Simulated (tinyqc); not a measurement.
# Power transistor in saturation, electro-thermal loop: effects of single changes

One temperature T for the device, T = T0 + Rth P(T), with P(T) = V I0 (T/300 K)^(-al) [1 + kv (T - 300 K)/Vov]^2. The loop gain is Rth dP/dT; a solution is thermally stable when it is below one.

Values chosen for this exercise:

| symbol | value | unit | meaning |
|---|---|---|---|
| T0 | 300 | K | ambient temperature |
| V | 28 | V | drain voltage |
| I0 | 0.06 | A | saturation current at 300 K |
| al | 1.1 |  | exponent of the mobility |
| Vov | 1 | V | overdrive at 300 K |
| kv | 1.6 | mV/K | fall of the threshold with temperature |
| Rth | 120 | K/W | thermal resistance |

Each table varies one quantity; the others keep the values above.

## Effect of the overdrive at 300 K

P'(T) = P [-al/T + 2 kv/(Vov + kv (T - 300 K))], G = Rth P'. T is the lowest solution.

Effect of the overdrive at 300 K:

| Vov (V) | T (K) | P (W) | G |
|---|---|---|---|
| 0.6 | 607.20 | 2.5600 | 0.34409 |
| 0.9 | 512.32 | 1.7693 | 0.092177 |
| 1.3 | 479.41 | 1.4951 | -0.049908 |
| 2 | 460.25 | 1.3354 | -0.15573 |
| 3 | 450.44 | 1.2537 | -0.21883 |

What does the comparison show?

The power at 300 K is held at P0, so Vov acts only through the temperature factor. As Vov goes from 0.6 to 3 V, T falls from 607.2 to 450.4 K, the power falls from 2.56 to 1.25 W and the loop gain falls from 0.344 to -0.219. The gain changes sign between Vov = 0.9 and 1.3 V, where the fall of the threshold and that of the mobility balance. At Vov = 0.6 V T passes 525 K, beyond usual operating limits.

## Effect of the ambient temperature

Same model as above.

Effect of the ambient temperature:

| T0 (K) | T (K) | P (W) | G |
|---|---|---|---|
| 240 | 438.2 | 1.651 | 0.02183 |
| 252 | 450.5 | 1.654 | 0.02722 |
| 264 | 462.8 | 1.657 | 0.03219 |
| 276 | 475.3 | 1.660 | 0.03679 |
| 288 | 487.7 | 1.664 | 0.04105 |
| 300 | 500.3 | 1.669 | 0.04499 |
| 312 | 512.9 | 1.674 | 0.04865 |
| 324 | 525.5 | 1.679 | 0.05205 |
| 336 | 538.2 | 1.685 | 0.05521 |
| 348 | 550.9 | 1.691 | 0.05816 |

What does the table show?

As T0 goes from 240 to 348 K, T rises from 438.2 to 550.9 K, the power rises from 1.65 to 1.69 W and the loop gain rises from 0.0218 to 0.0582. For T0 = 324 to 348 K T passes 525 K, beyond usual operating limits.

Numbers from tinyqc (`OMP_NUM_THREADS=1 python tinyqc.py 2520048 2520049 out.jsonl`; about 0.01 s on one thread of a shared Intel Xeon 2.30GHz).
